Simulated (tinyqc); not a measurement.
# Interface states from two metals

Question. Schottky barriers follow phi = S (pM - chi) + (1 - S) E0, S = 1/(1 + q Ds dl/(eps0 ei)). Find S, E0 and Ds.

Inputs (values chosen for the exercise); material values close to those of gallium nitride: electron affinity chi = 4.14 eV; thickness of the interface layer dl = 0.37 nm; its relative permittivity ei = 1.9.

Constants: q = 1.602176634e-19 C, eps0 = 8.8541878128e-14 F/cm where lengths are in cm. Results are converted to the units shown.

phi for pM = 4.12 and 4.99 eV (eV): 1.4254320  1.7486816

Answer. The slope is S, and either point then gives E0.

S = 0.3716
E0 = 2.280 eV
Ds = 4.800e13 cm^-2 eV^-1

Computed by the program tinyqc: `OMP_NUM_THREADS=1 python tinyqc.py 2430147 2430148 out.jsonl`, one thread of a shared Intel Xeon 2.30GHz, about 0.01 s for the whole run.
